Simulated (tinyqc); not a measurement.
Changing the surface recombination velocity S: photoconductance decay in a wafer: bulk and surface recombination modes, and iron detection by pair splitting. Computed by tinyqc, a small Python program. Command: `OMP_NUM_THREADS=1 python tinyqc.py 3112701 3112702 out.jsonl pcd sweep`. One thread of a shared host (Intel(R) Xeon(R) Processor @ 2.30GHz), about 0.04 s of CPU time with the checks.

Both faces of the wafer have the same S; injection is low and all coefficients are constant. x runs from -W/2 to W/2.

Inputs (values chosen for the exercise, modelled on p-type silicon): thickness W = 150 micrometre; diffusivity D = 31.9 cm^2/s; bulk lifetime tau_b without iron = 60 microsecond.

Method:
- h = S W/(2 D). Solve f(b) = b sin b - h cos b = 0 from b = (pi/2) sqrt(h/(h + pi^2/4)), with f'(b) = (1 + h) sin b + b cos b; four steps.
- Even modes cos(a x) obey b tan b = S W/(2 D) with b = a W/2, odd modes sin(a x) obey -b cot b = S W/(2 D); each decays at the rate 1/tau_b + D a^2.
- tau_eff is the decay time of the first mode. The surface time is 1/(D a^2) of that mode; shortcuts for it are W/(2 S), W^2/(pi^2 D) and their sum, whose error is sum/surface time - 1.

One run for each value:

| surface recombination velocity S (cm/s) | tau_eff (microsecond) | surface time (microsecond) | error of the sum (%) | h |
|---|---|---|---|---|
| 3.00e-01 | 59.86 | 2.500e+04 | 5.075e-04 | 7.053e-05 |
| 1.60e+00 | 59.24 | 4.688e+03 | 2.706e-03 | 3.762e-04 |
| 8.40e+00 | 56.22 | 8.934e+02 | 1.419e-02 | 1.975e-03 |
| 4.50e+01 | 44.16 | 1.673e+02 | 7.561e-02 | 1.058e-02 |
| 2.40e+02 | 20.80 | 3.184e+01 | 3.916e-01 | 5.643e-02 |
| 1.30e+03 | 5.76 | 6.368e+00 | 1.817e+00 | 3.056e-01 |
| 6.70e+03 | 1.70 | 1.751e+00 | 4.752e+00 | 1.575e+00 |
| 1.90e+05 | 0.74 | 7.470e-01 | 9.548e-01 | 4.467e+01 |
| 1.00e+06 | 0.71 | 7.207e-01 | 1.953e-01 | 2.351e+02 |

Give the missing row, surface recombination velocity S (cm/s) = 3.60e+04.

Computed row:
```
surface recombination velocity S (cm/s)  tau_eff (microsecond)  surface time (microsecond)  error of the sum (%)          h
3.60e+04                                                  0.88                   8.918e-01             3.498e+00  8.464e+00
```

Interpolating between the two neighbouring rows (the first column on a logarithmic scale, the others too where they are positive) misses most in error of the sum (%), by 39 %. Over the rows, tau_eff (microsecond) falls from 59.9 to 0.712 (exponent d ln y / d ln x -0.0062 between the first rows and -0.021 between the last); surface time (microsecond) falls from 25000 to 0.721 (exponent d ln y / d ln x -1.00 between the first rows and -0.022 between the last); error of the sum (%) goes from 5.07e-4 through a maximum among these rows, 4.75 at 6700, to 0.195. At the low end the exponent of surface time is -1.00, close to -1: slow surfaces, W/(2 S). The sum of the two shortcuts misses by at most about 4.8 % over these rows.

Extremes, crossings and ranges named in words are read from the listed rows.
